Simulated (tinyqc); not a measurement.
Off-state leakage of single and stacked transistors: two steps of the calculation.

n-channel devices of unit width. Subthreshold current I(Vg, Vs, Vd) = I0 (T/300 K)^0.5 exp[(Vg - Vs - VT(T) - gb (Vs - Vb) + dd (Vd - Vs))/(nf Vt)] (1 - exp(-(Vd - Vs)/Vt)), VT(T) = VT - cT (T - 300 K). Gate-edge tunnelling Ig (Vd/1 V) exp(ag (Vd - 1 V)), for a gate at 0 V, and band-to-band leakage Ab u exp(-Bb/u), u = Vd - Vb + 1 V, flow at a drain held at V; both are taken as independent of T. In a stack of off transistors (all gates at 0 V) the same subthreshold current passes through each.

Inputs (values chosen for the exercise); values of the order met in bulk silicon logic transistors:

| symbol | value | unit | meaning |
|---|---|---|---|
| T | 300 | K | temperature |
| V | 1.2 | V | supply voltage |
| VT | 0.31 | V | threshold at 300 K, zero drain and body bias |
| cT | 0.9 | mV/K | fall of the threshold with temperature |
| I0 | 0.92 | uA/um | current at threshold at 300 K |
| nf | 1.31 |  | slope factor |
| dd | 0.14 |  | drain-induced lowering per volt |
| gb | 0.15 |  | rise of the threshold per volt of source-body bias |
| Ig | 3e-5 | uA/um | gate-edge tunnelling current at 1 V |
| ag | 5.5 | 1/V | exponential slope of the gate current |
| Ab | 200 | uA/(um V) | prefactor of band-to-band leakage at the drain |
| Bb | 25 | V | its exponential voltage |
| Vb | 0 | V | body voltage |

Constants: q = 1.602176634e-19 C, kB = 1.380649e-23 J/K, Vt = kB T/q. Results are converted to the units shown.

Question 1. Leakage of one transistor. Vg = Vs = 0, Vd = V; effective threshold VT(T) - gb Vb - dd V.

Find: effective threshold; parts; total; shares.

Answer 1.

effective threshold = 0.14200 V
parts (nA/um): subthreshold 13.893, gate edge 0.10815, band-to-band 5.1084
total = 19.110 nA/um
shares (%): subthreshold 72.702, gate edge 0.56594, band-to-band 26.732

The subthreshold part is the largest.

Question 2. New Vx. Stack of two, Vx the node between them: I_low = I(0, 0, Vx), I_up = I(0, Vx, V), f = ln(I_up/I_low), f' = -(1 + gb + 2 dd)/(nf Vt) - 1/(Vt (exp(Vx/Vt) - 1)) - 1/(Vt (exp((V - Vx)/Vt) - 1)), Vx(new) = Vx - f/f'.

Vx at the start = 0.117 V

Give: I_low; I_up; f; f'; Vx after iteration 1.

Answer 2.

I_low = 0.15621 nA/um
I_up = 0.16117 nA/um
f = 0.031260
f' = -42.648 1/V
Vx after iteration 1 = 0.11773 V

Program tinyqc, `OMP_NUM_THREADS=1 python tinyqc.py 2242061 2242062 out.jsonl`; Intel Xeon 2.30GHz, shared host, one thread, about 0.03 s.
